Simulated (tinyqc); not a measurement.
# Worked calculation: resistance of a tapered via with liner, size effect and interface

Numbers from tinyqc (`OMP_NUM_THREADS=1 python tinyqc.py 2750027 2750028 out.jsonl`; about 0.01 s on one thread of a shared Intel Xeon 2.30GHz). Printed values are rounded.

A round via whose diameter grows from db at the bottom as D(z) = db + 2 z/tan(ang). The fill, of diameter D - 2 tl, starts above the bottom liner (thickness fb tl) and has rho = rho0 (1 + ks lam/(D - 2 tl)); the sidewall liner conducts in parallel with it. The bottom liner and the interface are crossed over the full area pi db^2/4. Spreading in the lines above and below is left out.

Inputs (values chosen for the exercise); fill metal close to copper: diameter at the bottom db = 31 nm; height hv = 78 nm; sidewall angle ang = 87 degrees; bulk resistivity of the fill rho0 = 1.66 uohm cm; mean free path of the fill lam = 38.8 nm; size-effect factor ks = 1.3; liner on the sidewall tl = 3 nm; liner at the bottom over that on the sidewall fb = 0.5; resistivity of the liner rl = 330 uohm cm; interface resistivity at the bottom ri = 2.2e-12 ohm cm^2; ballistic conductance per area, about 3/(4 rho0 lam) Sb = 1.1e15 S/m^2.

## Slices of the via

Slices between z0 = fb tl and hv, evaluated at their midpoints: conductance per length pi/4 [(D - 2 tl)^2/rho + (D^2 - (D - 2 tl)^2)/rl], slice resistance = slice height over that. 6 slices.

| slice | z (nm) | D (nm) | rho (uohm cm) | slice resistance (ohm) |
|---|---|---|---|---|
| 0 | 7.875 | 31.8254 | 4.90217 | 1.18408 |
| 1 | 20.6250 | 33.1618 | 4.74265 | 1.03627 |
| 2 | 33.3750 | 34.4982 | 4.59809 | 0.913178 |
| 3 | 46.1250 | 35.8346 | 4.46648 | 0.809750 |
| 4 | 58.8750 | 37.1710 | 4.34616 | 0.722133 |
| 5 | 71.6250 | 38.5074 | 4.23573 | 0.647354 |

## Total resistance

R_fill = sum of the slices; R_bottom = rl fb tl/(pi db^2/4); R_interface = ri/(pi db^2/4); ballistic (Sharvin) limit 1/(Sb pi (db - 2 tl)^2/4); ideal cylinder rho0 hv/(pi db^2/4).

parts (ohm): fill 5.31276, bottom liner 6.55831, interface 0.291480
R = 12.1626 ohm
shares (%): fill 43.6813, bottom liner 53.9221, interface 2.3965
ballistic limit = 1.85198 ohm
ideal cylinder = 1.71549 ohm

The bottom liner is the largest part, and R is 7.09 times the ideal cylinder. With 2000 slices R = 12.167 ohm.
